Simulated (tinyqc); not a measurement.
# Free and trapped electrons in a MOS channel with a dense trap tail: effect of the temperature

p-type body, charge-sheet picture, full ionisation (an idealisation for deep acceptors), Boltzmann statistics for free electrons. e = Ec - EF at the surface. Acceptor-like traps of density D(E) = D0 + De exp(-E/Ew) at depth E below Ec, from 0 to Eu, hold n_t = integral of D(E)/(1 + exp((e - E)/Vt)). psi = Eg - Vt ln(Nv/Na) - e; N_dep = sqrt(2 eps0 eps_r Na (psi - Vt)/q); n_f = sqrt(N_dep^2 + 2 eps0 eps_r Vt Nc exp(-e/Vt)/q) - N_dep; Vg = Vfb + psi + q (N_dep + n_t + n_f)/Cox, Cox = eps0 eox/tox.

Nc and Nv are given at 475 K and scale as (T/475 K)^1.5; Eg, Vfb and mf are held fixed. VT is the Vg for n_f = 1e11 cm^-2; swing ln 10 n_f/(dn_f/dVg) at n_f = 1e8 cm^-2; the last three columns are for Vg = VT + 3.1 V, with free share n_f/(n_f + n_t) and field-effect mobility mf q (dn_f/dVg)/Cox; there EF is near the band edge, where Boltzmann statistics are rough.

Inputs (values chosen for the exercise); band and dielectric values close to those of gallium nitride: band gap Eg = 3.42 eV; relative permittivity eps_r = 9.66; conduction-band density of states at the reference temperature Nc = 4.52e18 cm^-3; valence-band density of states at the reference temperature Nv = 9.22e19 cm^-3; relative permittivity of the insulator eox = 3.9; insulator thickness tox = 39 nm; acceptor density Na = 1.1e17 cm^-3; flat-band voltage without trapped charge Vfb = -2.33 V; constant background density of acceptor-like traps D0 = 3.7e10 cm^-2 eV^-1; density of the tail at the conduction edge De = 5.5e13 cm^-2 eV^-1; decay energy of the tail Ew = 0.12 eV; depth below Ec down to which the traps reach Eu = 0.9 eV; mobility of free electrons mf = 66 cm^2/(V s).

Constants: q = 1.602176634e-19 C, kB = 1.380649e-23 J/K, Vt = kB T/q, eps0 = 8.8541878128e-14 F/cm where lengths are in cm. Results are converted to the units shown.

Results:
columns A: T (K); B: e at VT (eV); C: VT (V); D: q n_t/Cox at VT (V); E: swing (mV/decade); F: n_f (cm^-2); G: free share (%); H: field-effect mobility (cm^2/(V s))
```
A            B      C      D      E         F      G      H
200  -0.009954  16.10  11.34   1697  1.430e12  17.80  63.84
250  -2.821e-4  15.48  10.78   1578  1.159e12  15.01  60.77
350    0.02543  13.87  9.322   1196  6.419e11  9.286  41.34
400    0.04085  12.98  8.506   1006  4.981e11  7.707  29.70
450    0.05772  12.08  7.687  839.1  4.195e11  6.979  22.23
500    0.07588  11.19  6.890  701.5  3.771e11  6.771  18.01
550    0.09523  10.35  6.134  593.0  3.544e11  6.883  15.65
```

Estimate the missing row, T = 300 K.

Computed row:
columns A: T (K); B: e at VT (eV); C: VT (V); D: q n_t/Cox at VT (V); E: swing (mV/decade); F: n_f (cm^-2); G: free share (%); H: field-effect mobility (cm^2/(V s))
```
A          B      C      D     E         F      G      H
300  0.01163  14.72  10.10  1396  8.730e11  11.89  53.50
```

With this row back in the table: As T goes from 200 to 550, VT falls from 16.1 to 10.3 V, its part due to traps falls from 11.3 to 6.13 V, the swing falls from 1700 to 593 mV/decade and the field-effect mobility falls from 63.8 to 15.7 cm^2/(V s). On heating the same n_f is reached with EF deeper in the gap, where fewer tail states are filled. For T = 200, 250, 300, 350, 400, 450, 500 e is under 2 Vt already at VT, so VT too is rough.

tinyqc, about 0.02 s, one thread, Intel Xeon 2.30GHz (shared host): `OMP_NUM_THREADS=1 python tinyqc.py 2222201 2222202 out.jsonl`
